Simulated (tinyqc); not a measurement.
Bandgap voltage reference from two bipolar transistors: effect of the temperature coefficient of both resistors.

Two transistors of area 1 and N carry the same current I. Is(T) = Is (T/T0)^eta exp[(Vg0 q/kB)(1/T0 - 1/T)], VBE1 = Vt ln(I/Is(T)) + I rb, VBE2 = Vt ln(I/(N Is(T))) + I rb/N. The amplifier forces I R1(T) = VBE1 - VBE2 + Vos, with R(T) = R (1 + tc (T - T0)) for both resistors, and the output is Vref = VBE1 + I R2(T). Base currents and the Early effect are neglected.

Vt = kB T/q; I = (Vt ln N + Vos)/(R1(T) - rb (1 - 1/N)). Box coefficient: span of Vref between 233 and 398 K over its average over T and over 165 K. The last column is the R2 that gives zero slope at T0.

Values chosen for this exercise; values of the order met in silicon bipolar transistors:
- T0 = 298 K (reference temperature)
- Vg0 = 1.149 V (band-gap voltage extrapolated to 0 K)
- eta = 3.5 (temperature exponent of the saturation current)
- Is = 2.3e-17 A (saturation current of the unit transistor at T0)
- N = 4 (area ratio of the second transistor)
- R1 = 20 kohm (resistor across which the difference of VBE falls, at T0)
- Vos = 0 mV (offset of the amplifier)
- rb = 0 ohm (series resistance of the unit transistor)
- R2 = 303.9 kohm (output resistor at T0)

Constants: q = 1.602176634e-19 C, kB = 1.380649e-23 J/K. Results are converted to the units shown.

Effect of the temperature coefficient of both resistors:
```
tc (ppm/K),I at T0 (uA),Vref at T0 (V),slope at T0 (uV/K),box coefficient (ppm/K),R2 for zero slope (kohm)
-2000,1.780,1.185,-44.01,37.09,311.3
-1000,1.780,1.185,-69.69,63.90,315.6
0,1.780,1.185,-95.37,88.95,319.9
1000,1.780,1.185,-121.0,112.7,324.2
2000,1.780,1.185,-146.7,135.5,328.5
3000,1.780,1.185,-172.4,157.6,332.8
```

As tc goes from -2000 to 3000, Vref stays at 1.185 V and the box coefficient rises from 37.1 to 158 ppm/K.

Computed by the program tinyqc: `OMP_NUM_THREADS=1 python tinyqc.py 2062027 2062028 out.jsonl`, one thread of a shared Intel Xeon 2.30GHz, about 0.02 s for the whole run.
